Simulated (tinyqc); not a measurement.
Implanted layer, carriers, mobility and sheet resistance: one step of the calculation.

A p-type layer from the surface x = 0 to the junction xj, N(x) = N0 exp(-(x - Rp)^2/(2 sg^2)). Local neutrality (no depletion at surface or junction, no spilling of carriers), intrinsic carriers neglected, full ionisation of active dopants.

Problem. Sheet quantities by the trapezoid rule. Dose = integral of N, carrier sheet density = integral of p, 1/Rs = q integral of p mu, mean mobility 1/(q Rs sheet density), Hall mobility (unit Hall factor) = integral of p mu^2 over integral of p mu, Hall sheet density = (integral of p mu)^2/integral of p mu^2; all from 0 to xj.

Constants: q = 1.602176634e-19 C. Results are converted to the units shown.

```
point     x (nm)     N (cm^-3)  p (1e19 cm^-3)  mu (cm^2/(V s))
0        0.00000  4.5037332e18       0.4163733        89.071553
1       40.69725  7.3291157e18       0.6989116        77.961880
2       81.39450  1.0106476e19       0.9766476        72.003867
3      122.09176  1.1809111e19       1.1469111        69.474697
4      162.78901  1.1692408e19       1.1352408        69.629447
5      203.48626  9.8097951e18       0.9469795        72.513581
6      244.18351  6.9740523e18       0.6634052        78.976621
7      284.88076  4.2012616e18       0.3861262        90.873593
8      325.57802  2.1445863e18       0.1804586        111.05644
9      366.27527  9.2763385e17       0.0587634        141.51474
10     406.97252        3.4e17       0.0000000        177.46179
```

Wanted: dose; carrier sheet density; Rs; mean mobility; Hall mobility; Hall sheet density.

Solution.

dose = 2.7437e14 cm^-2
carrier sheet density = 2.6053e14 cm^-2
Rs = 315.18 ohm/square
mean mobility = 76.010 cm^2/(V s)
Hall mobility = 77.501 cm^2/(V s)
Hall sheet density = 2.5552e14 cm^-2

Carriers make up 95.0 % of the dose. A Hall measurement weights the mobile tail, so its sheet density is 1.9 % below the true one.

tinyqc, about 0.01 s, one thread, Intel Xeon 2.30GHz (shared host): `OMP_NUM_THREADS=1 python tinyqc.py 2110079 2110080 out.jsonl`
